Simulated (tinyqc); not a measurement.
Resonant-tunnelling diode, transfer matrices and Tsu-Esaki current: effect of the emitter barrier.

Emitter (band edge 0), barrier d1, well Lw, barrier d2, spacer ds, collector (edge -V). The bias drops linearly over these layers and none in the contacts; each layer is cut into ns equal slices, flat at the value of their centres. E is the energy of motion across the layers, C = hbar^2/(2 m0), psi and psi'/m are continuous. Transport is coherent, T(E) is taken as independent of the transverse momentum, and charge in the well is ignored.

For the pair (psi, psi'/m) a flat layer has M = [[cos kd, (m/k) sin kd], [-(k/m) sin kd, cos kd]] with k = sqrt(m (E - U)/C) above its edge U, and M = [[cosh Kd, (m/K) sinh Kd], [(K/m) sinh Kd, cosh Kd]] with K = sqrt(m (U - E)/C) below it. Later slices stand to the left. With M acting on (psi, psi'/m) and v = k/m in each lead, T(E) = 4 vL vR/[(vL vR M12 - M21)^2 + (vR M11 + vL M22)^2]. J = J0 times the integral over E > 0 of T(E) N(E), N = ln[(1 + exp((Ef - E)/Vt))/(1 + exp((Ef - V - E)/Vt))], J0 = q^2 mw m0 kB T/(2 pi^2 hbar^3) (times 1e-4 for A/cm^2 per eV). The integral is converged to the digits shown. The resonance is the first maximum of T(E) for E > 0, G its full width at half maximum.

Parameters, values chosen for the exercise; masses and offsets close to those of GaAs wells and AlGaAs barriers:
```
symbol,value,unit,meaning
T,77,K,temperature
mw,0.066,m0,"mass in the well, spacer and contacts"
U1,0.25,eV,barrier height
m1,0.093,m0,barrier mass
Lw,6.4,nm,well width
d2,1.9,nm,collector barrier
ns,2,,slices in each layer
ds,3.6,nm,undoped spacer after the collector barrier
Ef,0.027,eV,Fermi energy of both contacts above their band edges
V,0.1,V,bias of the collector
```

Constants: q = 1.602176634e-19 C, kB = 1.380649e-23 J/K, hbar = 1.054571817e-34 J s, m0 = 9.1093837015e-31 kg, Vt = kB T/q, hbar^2/(2 m0) = 0.0380998212 eV nm^2. Results are converted to the units shown.

Effect of the emitter barrier:
```
d1 (nm)  Er (eV)      Tp  G (meV)  J (kA/cm^2)
1.1      0.01787  0.9976    13.66        166.8
1.5      0.01784  0.9284    10.23        127.1
1.8      0.01730  0.7771    8.815        98.54
2.2      0.01624  0.5379    7.721        65.95
2.5      0.01530  0.3796    7.244        46.92
2.9      0.01397  0.2234    6.861        28.63
3.2      0.01297  0.1452    6.688        19.31
```

What does the table show?

As d1 grows from 1.1 to 3.2 nm, G falls from 13.7 to 6.69 meV, Tp falls from 0.998 to 0.145, and J falls from 167 to 19.3 kA/cm^2. The product G Tp changes by a factor of 0.0712 and J by 0.116; the rest comes from the shift of Er (0.0179 to 0.0130 eV) against the supply function and from current off resonance.

tinyqc, about 0.2 s, one thread, Intel Xeon 2.30GHz (shared host): `OMP_NUM_THREADS=1 python tinyqc.py 2600031 2600032 out.jsonl`
